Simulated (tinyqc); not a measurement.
# Delta-doped HEMT, charge control: what changes with what

A two-dimensional electron gas of density ns under a barrier. EF and the subbands are counted from the conduction-band edge of the channel at the interface. Two subbands of a triangular well with an infinite wall, parabolic band, no carriers in the barrier.

Inputs (values chosen for the exercise); material values close to those of InAlAs on In0.53Ga0.47As:
```
symbol,value,unit,meaning
T,300,K,temperature
d,22,nm,barrier thickness from gate to channel
ds,2.9,nm,undoped spacer next to the channel
me,0.041,m0,electron mass in the channel
ec,13.9,,relative permittivity of the channel
ebr,12,,relative permittivity of the barrier
phiB,0.692,eV,barrier height of the gate
dEc,0.504,eV,conduction-band offset
ND,3e12,cm^-2,sheet density of the donor plane at ds from the channel
eta,0.5,,share of ns that counts in the confining field
Nb,0,cm^-2,depletion charge of the buffer
```

Constants: q = 1.602176634e-19 C, kB = 1.380649e-23 J/K, hbar = 1.054571817e-34 J s, m0 = 9.1093837015e-31 kg, Vt = kB T/q, eps0 = 8.8541878128e-14 F/cm where lengths are in cm, hbar^2/(2 m0) = 0.0380998212 eV nm^2. Results are converted to the units shown.

Each table varies one quantity; the others keep the values above.

## Effect of the gate voltage

Fully depleted barrier with eb = ebr: Vp = q ND (d - ds)/(eps0 eb); donors per area ND; Voff = phiB - dEc - Vp. F = q (eta ns + Nb)/(eps0 ec) in eV/nm; E_k = a_k (C F^2/me)^(1/3), a_0 = 2.338107, a_1 = 4.087949, C = hbar^2/(2 m0); D = me m0 q/(pi hbar^2); ns = D Vt [ln(1 + exp((EF - E_0)/Vt)) + ln(1 + exp((EF - E_1)/Vt))], which gives EF = E_0 + Vt ln{2 s/[(1 + u) + sqrt((1 + u)^2 + 4 u s)]} with s = exp(ns/(D Vt)) - 1, u = exp((E_0 - E_1)/Vt). Charge control: ns + Nb = eps0 eb (Vg - Voff - EF)/(q d). Gate capacitance C = q dns/dVg = eps0 eb/(d + dd), dd = (eps0 eb/q) dEF/dns.

The same in every row: Voff (V) = -0.6760.

Effect of the gate voltage:
```
Vg (V)	ns (cm^-2)	EF (eV)	EF - E_0 (eV)	second subband (%)	dd (nm)	C (uF/cm^2)	EF/dEc
-0.83	2.084e9	-0.1546	-0.1559	49.06	861.4	0.01203	-0.3068
-0.7	6.919e10	-0.04691	-0.06032	40.77	36.99	0.1801	-0.09308
-0.58	2.513e11	0.01269	-0.01898	30.93	14.94	0.2877	0.02518
-0.45	5.048e11	0.05859	0.008165	24.26	10.11	0.3309	0.1163
-0.33	7.603e11	0.09382	0.02756	20.69	8.393	0.3496	0.1861
-0.2	1.049e12	0.1280	0.04591	18.44	7.421	0.3611	0.2540
-0.08	1.322e12	0.1574	0.06157	17.28	6.874	0.3680	0.3123
0.05	1.623e12	0.1876	0.07774	16.65	6.465	0.3733	0.3722
0.17	1.904e12	0.2144	0.09217	16.44	6.182	0.3770	0.4253
0.3	2.211e12	0.2424	0.1074	16.50	5.937	0.3803	0.4810
```

As Vg goes from -0.83 to 0.3, ns rises from 2.08e9 to 2.21e12 cm^-2, EF rises from -0.155 to 0.242 eV and C rises from 0.0120 to 0.380 uF/cm^2. In the last row C is 78.7 % of eps0 eb/d. The line through the last two rows reaches ns = 0 at Vg = -0.636 V, above Voff = -0.676 V since part of the gate voltage goes into raising EF. The second subband holds over 20 % for Vg = -0.83, -0.7, -0.58, -0.45, -0.33, where the higher subbands left out would add electrons. EF exceeds 0.2 eV for Vg = 0.17, 0.3, where non-parabolicity matters for so light a mass.

## Effect of the undoped spacer next to the channel

Same model as above.

In this table Vg = 0 V.

Result of one run:
```
ds (nm)	Voff (V)	ns (cm^-2)	EF (eV)	EF - E_0 (eV)	second subband (%)	dd (nm)	C (uF/cm^2)	EF/dEc
9	-0.4001	8.792e11	0.1084	0.03542	19.60	7.919	0.3551	0.2151
```

What becomes of these results when the undoped spacer next to the channel ds is changed from 9 to 4 nm, all else the same?

Result of the changed run:
```
ds (nm)	Voff (V)	ns (cm^-2)	EF (eV)	EF - E_0 (eV)	second subband (%)	dd (nm)	C (uF/cm^2)	EF/dEc
4	-0.6263	1.392e12	0.1646	0.06540	17.09	6.765	0.3694	0.3265
```

The whole series:
```
ds (nm)	Voff (V)	ns (cm^-2)	EF (eV)	EF - E_0 (eV)	second subband (%)	dd (nm)	C (uF/cm^2)	EF/dEc
1	-0.7620	1.707e12	0.1957	0.08211	16.56	6.373	0.3745	0.3883
3	-0.6715	1.496e12	0.1751	0.07104	16.85	6.620	0.3712	0.3474
4	-0.6263	1.392e12	0.1646	0.06540	17.09	6.765	0.3694	0.3265
6	-0.5358	1.184e12	0.1429	0.05382	17.78	7.121	0.3649	0.2835
7	-0.4906	1.082e12	0.1317	0.04786	18.26	7.342	0.3621	0.2613
9	-0.4001	8.792e11	0.1084	0.03542	19.60	7.919	0.3551	0.2151
10	-0.3549	7.796e11	0.09624	0.02887	20.49	8.307	0.3506	0.1910
12	-0.2644	5.848e11	0.07036	0.01474	22.91	9.421	0.3382	0.1396
```

As ds goes from 1 to 12, ns falls from 1.71e12 to 5.85e11 cm^-2, EF falls from 0.196 to 0.0704 eV and C falls from 0.374 to 0.338 uF/cm^2. Voff rises from -0.762 to -0.264 V. The second subband holds over 20 % for ds = 10, 12, where the higher subbands left out would add electrons.

Computed by the program tinyqc: `OMP_NUM_THREADS=1 python tinyqc.py 2180131 2180132 out.jsonl`, one thread of a shared Intel Xeon 2.30GHz, about 0.01 s for the whole run.
